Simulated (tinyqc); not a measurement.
## Capacitances against the relative permittivity between the lines

Endless row of lines of width wl, height tl and space sl between grounded planes at distance hd; e2 fills the gaps beside the lines, e1 the rest. Laplace's equation is solved on meshes of 3, 6 and 12 steps per unit u and extrapolated (Aitken), which is good to about 0.2 %. C_even (all lines at 1 V) is the capacitance Cg to the planes; C_odd (neighbours in antiphase) = Cg + 4 Cc if only nearest neighbours couple, which defines Cc; total with quiet neighbours Cg + 2 Cc. Plate values 2 eps0 e1 wl/hd and eps0 e2 tl/sl.

Parameters, values chosen for the exercise:
- e1 = 2.7 (relative permittivity above and below the lines)
- wl = 6 u (line width, in units u)
- tl = 8 u (line height)
- sl = 4 u (space between lines)
- hd = 4 u (distance to each plane)

Constants: eps0 = 8.8541878128e-12 F/m. Results are converted to the units shown.

The same in every row: plate Cg (aF/um) = 71.7.

Result of one run:

| e2 | Cg (aF/um) | Cc (aF/um) | Cg + 2 Cc (aF/um) | C_odd (aF/um) | plate Cc (aF/um) | share of coupling, 2 Cc/(Cg + 2 Cc) (%) |
|---|---|---|---|---|---|---|
| 3.9 | 114 | 74.1 | 262 | 410 | 69.1 | 56.6 |

What becomes of these results when the relative permittivity between the lines e2 is changed from 3.9 to 2, all else the same?

Result of the changed run:

| e2 | Cg (aF/um) | Cc (aF/um) | Cg + 2 Cc (aF/um) | C_odd (aF/um) | plate Cc (aF/um) | share of coupling, 2 Cc/(Cg + 2 Cc) (%) |
|---|---|---|---|---|---|---|
| 2 | 111 | 40.8 | 193 | 274 | 35.4 | 42.4 |

The whole series:

| e2 | Cg (aF/um) | Cc (aF/um) | Cg + 2 Cc (aF/um) | C_odd (aF/um) | plate Cc (aF/um) | share of coupling, 2 Cc/(Cg + 2 Cc) (%) |
|---|---|---|---|---|---|---|
| 1 | 108 | 23.4 | 155 | 202 | 17.7 | 30.2 |
| 1.5 | 110 | 32.1 | 174 | 238 | 26.6 | 36.9 |
| 2 | 111 | 40.8 | 193 | 274 | 35.4 | 42.4 |
| 2.5 | 112 | 49.5 | 211 | 310 | 44.3 | 47.0 |
| 3 | 113 | 58.3 | 229 | 346 | 53.1 | 50.9 |
| 3.9 | 114 | 74.1 | 262 | 410 | 69.1 | 56.6 |
| 5 | 115 | 93.5 | 302 | 489 | 88.5 | 62.0 |
| 7 | 116 | 129 | 373 | 631 | 124 | 69.0 |

As e2 goes from 1 to 7, Cg rises from 108 to 116 aF/um, Cc rises from 23.4 to 129 aF/um and the share of coupling rises from 30.2 to 69.0 %. Cg is 1.51 times its plate value in the first row and 1.61 times in the last; for Cc the ratios are 1.32 and 1.04. Neighbours in antiphase raise the load by a factor of 1.30 and 1.69 over quiet ones.

Computed by the program tinyqc: `OMP_NUM_THREADS=1 python tinyqc.py 2790176 2790177 out.jsonl`, one thread of a shared Intel Xeon 2.30GHz, about 0.7 s for the whole run.
